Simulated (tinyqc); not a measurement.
Time-domain thermoreflectance: layered heat flow under a modulated pulse train, and what the signal ratio measures: one step, computed by the program tinyqc.

Pulses repeat at 80 MHz; heat is laid down at the surface, all layers are isotropic, and the film is in perfect contact with the substrate.

Question. Length and time scales. Penetration depth sqrt(kappa/(pi f C)); effusivity sqrt(kappa C); cooling time of the metal d C_m/G; Kapitza length kappa/G.

Inputs (values chosen for the exercise, modelled on aluminium on silicon):
```
quantity                                value        unit
metal thickness d                          75          nm
metal heat capacity                      2.42  MJ/(m^3 K)
boundary conductance G under the metal    290  MW/(m^2 K)
substrate conductivity kappa              131     W/(m K)
substrate heat capacity C                1.63  MJ/(m^3 K)
modulation frequency f                      1         MHz
spot radius w (1/e^2, pump and probe)     6.2  micrometre
```

Stack: metal, film, substrate.

Give: penetration depth; effusivity; cooling time of the metal; Kapitza length; depth over spot radius.

Answer.

penetration depth = 5.058 micrometre

effusivity = 14613 W s^(1/2)/(m^2 K)

cooling time of the metal = 625.9 ps

Kapitza length = 451.7 nm

depth over spot radius = 0.8158

The penetration depth is not small against the spot, so radial spreading in the substrate matters at f.
